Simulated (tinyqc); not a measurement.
Worked calculation: formation energy of a charged point defect from supercell energies. Computed by tinyqc, a small Python program that keeps every step. Command: `OMP_NUM_THREADS=1 python tinyqc.py 3018077 3018078 out.jsonl formation walk`. One thread of a shared host (Intel(R) Xeon(R) Processor @ 2.30GHz), about 0.01 s of CPU time with the checks. Intermediate numbers are printed to about 7 digits and carried at full precision; extremes and crossings named in words are read from the listed rows.

The host is a compound AB. Making the defect adds n_A = 1, n_B = 0 atoms to the cell. All total energies are inputs. E_F is counted from the valence-band maximum (VBM); x = 0 is A-rich and x = 1 B-rich growth.

Inputs (values chosen for the exercise, for a model compound AB):
```
quantity                       value      unit
gap E_g                         5.17        eV
E_VBM of the host cell         4.497        eV
potential alignment dV         0.017        eV
dielectric constant eps         8.05         -
cell length L                   19.1  angstrom
mu_A of the pure element      -2.415        eV
formation enthalpy dH of AB    -3.19        eV
growth condition x              0.35         -
Fermi level E_F                 3.89        eV
temperature T                   1200         K
site density N_s             4.1e+22     cm^-3
```

Defect: A interstitial. Supercell lattice: sc.

charge states q: 0  -1  -2  -3

E(defect, q) - E(host), in the order of q (eV): -0.559  7.854  15.739  24.265

Constants: e^2/(4 pi eps_0) = 14.39964548 eV angstrom; k_B = 8.617333262e-05 eV/K.

## Chemical potentials

dmu_A = x dH and dmu_B = (1 - x) dH, so that dmu_A + dmu_B = dH; mu = mu(element) + dmu. The reservoir term is sum n_i mu_i.

dmu_A = -1.1165 eV

dmu_B = -2.0735 eV

sum n_i mu_i = -3.5315 eV

## Image-charge corrections

Image-charge correction of a point charge in a neutralising background: E_corr = q^2 alpha e^2/(4 pi eps_0) / (2 eps L), alpha = 2.837297 for a sc array with L the cube root of the volume.

E_corr (eV): (q=0) 0.000000, (q=-1) 0.132861, (q=-2) 0.531444, (q=-3) 1.195749

## Formation energies at E_F = 0

E_f(q, E_F) = [E(defect, q) - E(host)] - sum n_i mu_i + q (E_VBM + dV + E_F) + E_corr(q).

E_f(q, 0) (eV): (q=0) 2.97250, (q=-1) 7.00436, (q=-2) 10.77394, (q=-3) 15.45025

## Transition levels and the lower envelope

eps(q/q') = [E_f(q', 0) - E_f(q, 0)]/(q - q'). U of state q is eps(q/q-1) - eps(q+1/q). The stable state at each E_F is the lowest line E_f(q, 0) + q E_F.

One-electron levels above the VBM (eV):
```
level      energy  U of the state between this level and the next
(0/-1)   4.031861                                      -0.2622781
(-1/-2)  3.769583                                       0.9067219
(-2/-3)  4.676305                                               -
```

Stable states:
```
q   from E_F (eV)  to E_F (eV)
0        0.000000     3.900722
-2       3.900722     4.676305
-3       4.676305     5.170000
```

Stable in the gap, from the VBM up: 0, -2, -3. State -1 is never the lowest: its U is negative, so two such centres gain by exchanging an electron.

## The first and the last level

eps(q/q-1) = E_f(q - 1, 0) - E_f(q, 0).

level (0/-1) = 4.031861 eV

level (-2/-3) = 4.676305 eV

Caution: the one-electron levels are out of order (negative U): at least one middle charge state is skipped, and the transition past it moves two or more electrons at once.

## Concentrations at the given E_F and T

E_f(q, E_F) = E_f(q, 0) + q E_F. c_q = N_s exp(-E_f(q, E_F)/k_B T), with all degeneracy factors one and no vibrational entropy.

Charge states:
```
q   E_f (eV)   c_q (cm^-3)         share
0   2.972500  1.345344e+10  4.838494e-01
-1  3.114361  3.412271e+09  1.227214e-01
-2  2.993944  1.093385e+10  3.932332e-01
-3  3.780249  5.450529e+06  1.960268e-04
```

lowest formation energy = 2.9725 eV

total concentration = 2.780502e+10 cm^-3

mean charge = -0.9097759 e

State 0 holds 48.4 % of the defects.

## Fermi level and growth conditions

Each entry is the lowest E_f over q.

Lowest formation energy (eV):
```
E_F (eV)  stable q  A-rich, x = 0   x = 0.5  B-rich, x = 1
0.000            0       1.856000  3.451000       5.046000
0.646            0       1.856000  3.451000       5.046000
1.292            0       1.856000  3.451000       5.046000
1.939            0       1.856000  3.451000       5.046000
2.585            0       1.856000  3.451000       5.046000
3.231            0       1.856000  3.451000       5.046000
3.878            0       1.856000  3.451000       5.046000
4.524           -2       0.609444  2.204444       3.799444
5.170           -3      -1.176251  0.418749       2.013749
```

Going from A-rich to B-rich growth shifts every line by +3.190 eV and moves no transition level. The slope of the envelope is the stable charge, so E_f is highest in the rows from E_F = 0 to 3.88 eV, where the neutral state is stable: the defect forms most easily in n-type material. Under A-rich growth E_f turns negative for part of the gap, so in equilibrium E_F cannot enter that part.

## What the corrections do to the levels

Levels eps(q/q-1) with the terms q dV and E_corr left out or kept.

Levels above the VBM (eV):
```
level         raw  with alignment  with image charge  with both
(0/-1)   3.916000        3.899000           4.048861   4.031861
(-1/-2)  3.388000        3.371000           3.786583   3.769583
(-2/-3)  4.029000        4.012000           4.693305   4.676305
```

Alignment moves every level by -dV = -0.017 eV. The image term moves eps(q/q-1) by (1 - 2q) E_corr(1): (0/-1) by +0.133, (-1/-2) by +0.399, (-2/-3) by +0.664 eV, donor levels down and acceptor levels up. It adds 2 E_corr(1) = 0.266 eV to every U.

Checks made by the program: envelope against a direct minimum on a grid (relative difference below 1e-10).
